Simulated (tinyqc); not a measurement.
# Bandgap voltage reference from two bipolar transistors: output against temperature

Two transistors of area 1 and N carry the same current I. Is(T) = Is (T/T0)^eta exp[(Vg0 q/kB)(1/T0 - 1/T)], VBE1 = Vt ln(I/Is(T)) + I rb, VBE2 = Vt ln(I/(N Is(T))) + I rb/N. The amplifier forces I R1(T) = VBE1 - VBE2 + Vos, with R(T) = R (1 + tc (T - T0)) for both resistors, and the output is Vref = VBE1 + I R2(T). Base currents and the Early effect are neglected.

Vt = kB T/q; I = (Vt ln N + Vos)/(R1(T) - rb (1 - 1/N)).

Values chosen for this exercise; values of the order met in silicon bipolar transistors:
```
symbol,value,unit,meaning
T0,298,K,reference temperature
Vg0,1.145,V,band-gap voltage extrapolated to 0 K
eta,4.3,,temperature exponent of the saturation current
Is,1.1e-18,A,saturation current of the unit transistor at T0
N,8,,area ratio of the second transistor
R1,5,kohm,"resistor across which the difference of VBE falls, at T0"
tc,-200,ppm/K,temperature coefficient of both resistors
Vos,2.8,mV,offset of the amplifier
rb,34,ohm,series resistance of the unit transistor
R2,43.63,kohm,output resistor at T0
```

Constants: q = 1.602176634e-19 C, kB = 1.380649e-23 J/K. Results are converted to the units shown.

Output against temperature:
```
T (K)  I (uA)  VBE1 (V)  I R2 (V)  Vref (V)  Vref - Vref(T0) (mV)  dVref/dT (uV/K)
218     8.289    0.8899    0.3675     1.257                -5.723            116.8
233     8.848    0.8679    0.3911     1.259                -4.111            98.41
253     9.598    0.8382    0.4225     1.261                -2.372            75.75
273     10.35    0.8080    0.4540     1.262                -1.069            54.89
298     11.31    0.7698    0.4933     1.263                     0            30.96
323     12.27    0.7309    0.5327     1.264                0.4961            9.043
348     13.24    0.6916    0.5720     1.264                0.4665           -11.15
373     14.23    0.6517    0.6114     1.263              -0.04907           -29.86
398     15.22    0.6114    0.6507     1.262                -1.016           -47.28
423     16.22    0.5706    0.6901     1.261                -2.404           -63.57
```

What does the table show?

VBE1 falls by 1.56 mV/K on average and I R2 rises by 1.57 mV/K. The slope of Vref vanishes at T = 334 K. Between 233 and 398 K Vref spans 4.66 mV, or 22.4 ppm/K by the box method (span over the average over T, over 165 K).

Program tinyqc, `OMP_NUM_THREADS=1 python tinyqc.py 2062013 2062014 out.jsonl`; Intel Xeon 2.30GHz, shared host, one thread, about 0.02 s.
